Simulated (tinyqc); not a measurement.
## Screening length from the swing

Inverse problem. In a simple model of a Schottky-barrier transistor a barrier thinner than d = 2.1 nm is transparent, so the effective barrier is pn - psi (1 - exp(-d/lam)) and the swing beyond flat band is Vt ln 10/(1 - exp(-d/lam)). Find the thermionic swing, lam, and the effective barrier at psi = 0.2 V.

Inputs (values chosen for the exercise): temperature T = 300 K; barrier for electrons at both contacts pn = 0.81 eV.

Constants: q = 1.602176634e-19 C, kB = 1.380649e-23 J/K, Vt = kB T/q. Results are converted to the units shown.

swing in the tunnelling range = 156.84385 mV/decade

Solution. The ratio of the two swings is 1 - exp(-d/lam).

Vt ln 10 = 59.5 mV/decade
lam = 4.40 nm
effective barrier = 0.734 eV

Computed by the program tinyqc: `OMP_NUM_THREADS=1 python tinyqc.py 2390070 2390071 out.jsonl`, one thread of a shared Intel Xeon 2.30GHz, about 0.04 s for the whole run.
